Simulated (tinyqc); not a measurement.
Propagation of a band-gap error through k.p and effective-mass formulas: sweeps and comparisons. A value that a table varies takes the place of the one given here.

Chain, for a gap E (the reference Eg or another value), with Ep and Dso kept: 1/me = 1 + Ep (E + 2 Dso/3)/(E (E + Dso)); g* = 2 - 2 Ep Dso/(3 E (E + Dso)); g1(E) = g1 + (Ep/3)(1/E - 1/Eg), g2(E) = g2 + (Ep/6)(1/E - 1/Eg), light hole 1/(g1 + 2 g2), heavy hole 1/(g1 - 2 g2) along [100]; optical constant ei(E) = 1 + (ei - 1)(EP/(EP + E - Eg))^2, static e0(E) = ei(E) + e0 - ei.

Donor: R = Ry me/e0^2, a_B = a0 e0/me, Mott density (0.26/a_B)^3. Nc, Nv = 2 (m kT/(4 pi c))^(3/2), c = hbar^2/2m0, ni = sqrt(Nc Nv) exp(-E/2kT). Exciton: Ry mu/e0^2 with 1/mu = 1/me + g1(E). 1 angstrom^-3 = 1e24 cm^-3.

Constants: Ry = 13.60569312 eV; a0 (Bohr radius) = 0.5291772105 angstrom; kB = 8.617333262e-05 eV/K; hbar^2/2m0 = 3.80998211 eV angstrom^2.

Inputs chosen for the exercise (reference values near those of ZnSe, gap at low temperature; shifted at random, so the results belong to these values and not to a real crystal): Eg = 2.86 eV (gap at Gamma to the s-like level); Dso = 0.403 eV (spin-orbit splitting); Ep = 24 eV (Kane energy); g1 = 3.76 (Luttinger gamma1); g2 = 1.25 (gamma2); e0 = 8.87 (static dielectric constant); ei = 5.88 (optical dielectric constant); EP = 6.89 eV (mean (Penn) gap); mh = 0.43 m0 (density-of-states mass of the holes); T = 400 K (temperature); Eg2 = 1.83 eV (a wrong gap, of the size a semi-local functional can give).

## The size of the error

E = f Eg; ratios against f = 1.

Results:
```
f     E (eV)  me ratio  light-hole ratio  e0 ratio  donor ratio  Mott ratio      g*  log10 ni ratio
0.25   0.715     0.296             0.272     1.610        0.114     0.00623  -6.066           13.12
0.40   1.144     0.449             0.427     1.425        0.221      0.0312  -1.643           10.55
0.60   1.716     0.642             0.627     1.241        0.417       0.138   0.227            7.06
0.80   2.288     0.825             0.817     1.104        0.677       0.417   0.953            3.54
1.00   2.860     1.000             1.000     1.000        1.000        1.00   1.309            0.00
1.20   3.432     1.168             1.175     0.919        1.383        2.05   1.510           -3.55
1.50   4.290     1.406             1.424     0.827        2.055        4.91   1.680           -8.90
2.00   5.720     1.772             1.808     0.725        3.376        14.6   1.816          -17.83
```

What can be read from the table?

Between f = 0.8 and 1.2 the mean powers d ln(ratio)/d ln f are 0.86 for me, 0.90 for the light hole, -0.45 for e0, 1.76 for the donor energy and 3.93 for the Mott density; ni moves by -0.62 decades per 0.1 eV, against -0.1 eV/(2 kT ln 10) = -0.63 from the exponential alone, the rest coming from Nc through me^(3/4). g* changes sign between f = 0.40 and 0.60; the place of this zero hangs on remote bands, which are left out.

## What each input does

All at E = Eg2. Each row changes one parameter from the base and keeps the others.

Results:
```
case            me (m0)  light hole (m0)     e0  donor (meV)  exciton (meV)  log10 ni
base             0.0750           0.1063  10.74        8.858          6.326     6.940
Eg2 = 1.684 eV   0.0698           0.0984  11.09        7.724          5.523     7.836
Dso = 0.435 eV   0.0753           0.1063  10.74        8.891          6.343     6.941
Ep = 22.08 eV    0.0810           0.1092  10.74        9.566          6.726     6.965
g1 = 4.061       0.0750           0.1030  10.74        8.858          6.225     6.940
EP = 6.339 eV    0.0750           0.1063  10.95        8.520          6.084     6.940
ei = 6.35        0.0750           0.1063  10.92        8.568          6.119     6.940
mh = 0.396 m0    0.0750           0.1063  10.74        8.858          6.326     6.913
T = 432 K        0.0750           0.1063  10.74        8.858          6.326     7.844
```

What does this show?

The largest shifts from the base row, up to three for each result and ties (the steps differ in size, so this ranks the rows, not the parameters). me (m0): Ep +0.0060, Eg2 -0.0053, Dso +0.0003; unchanged at the printed digits by g1, EP, ei, mh and T. light hole (m0): Eg2 -0.0079, g1 -0.0033, Ep +0.0029; unchanged at the printed digits by Dso, EP, ei, mh and T. e0: Eg2 +0.35, EP +0.21, ei +0.18; unchanged at the printed digits by Dso, Ep, g1, mh and T. donor (meV): Eg2 -1.134, Ep +0.708, EP -0.338; unchanged at the printed digits by g1, mh and T. exciton (meV): Eg2 -0.803, Ep +0.401, EP -0.241; unchanged at the printed digits by mh and T. log10 ni: T +0.904, Eg2 +0.896, mh -0.027; unchanged at the printed digits by g1, EP and ei.

Computed by tinyqc, a small Python program: `OMP_NUM_THREADS=1 python tinyqc.py 1880367 1880368 out.jsonl` (the numbers bound the seed that draws the inputs); one thread of a shared host (Intel(R) Xeon(R) Processor @ 2.30GHz), about 0.01 s for the whole set of steps.
